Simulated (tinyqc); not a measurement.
## Ellipsometry and reflectance of a transparent film on an absorbing substrate: effect of the index of the transparent film

Air (index 1), film, substrate with N2 = n2 - i k2; time factor exp(+i w t). q_j = sqrt(N_j^2 - sin^2 th), root with positive real part. Fresnel coefficients r_s = (q_a - q_b)/(q_a + q_b), r_p = (N_b^2 q_a - N_a^2 q_b)/(N_b^2 q_a + N_a^2 q_b). tan(Psi) exp(i Delta) = R_p/R_s, Delta taken from 0 to 360 degrees.

beta = 2 pi d q1/lam, X = exp(-2 i beta), R = (r01 + r12 X)/(1 + r01 r12 X) for p and s. dDelta/dd is the derivative of Delta; period lam/(2 q1).

Values chosen for this exercise; indices close to those of photoresist on silicon: wavelength lam = 800 nm; angle of incidence th = 75 degrees; film thickness d = 52 nm; index of the substrate n2 = 3.692; extinction coefficient of the substrate k2 = 0.0065.

Effect of the index of the transparent film:
```
n1    Psi (degrees)  Delta (degrees)   |R_p|^2  |R_s|^2  dDelta/dd (degrees/nm)  period (nm)
1.25         14.732           78.178  0.050261  0.72700                -0.15170       504.16
1.45         19.671           70.294  0.090428  0.70764                -0.28759       369.88
1.65         21.934           63.999   0.11132  0.68650                -0.39380       299.02
1.85         22.731           58.333   0.11673  0.66508                -0.50182       253.52
2.05         22.547           52.764   0.11130  0.64571                -0.62632       221.22
2.25         21.569           47.026  0.098654  0.63133                -0.77095       196.84
2.45         19.876           41.053  0.081666  0.62484                -0.92786       177.66
2.65         17.536           34.927  0.062717  0.62813                 -1.0803       162.10
```

Psi goes from 14.7 through a maximum of 22.7 (at n1 = 1.85 among the rows listed) to 17.5 degrees and |R_p|^2 goes from 0.0503 through a maximum of 0.117 (at n1 = 1.85 among the rows listed) to 0.0627. The slope of Delta is largest in size, 1.08 degrees/nm, at n1 = 2.65 among the rows.

Computed by the program tinyqc: `OMP_NUM_THREADS=1 python tinyqc.py 2870205 2870206 out.jsonl`, one thread of a shared Intel Xeon 2.30GHz, about 0.2 s for the whole run.
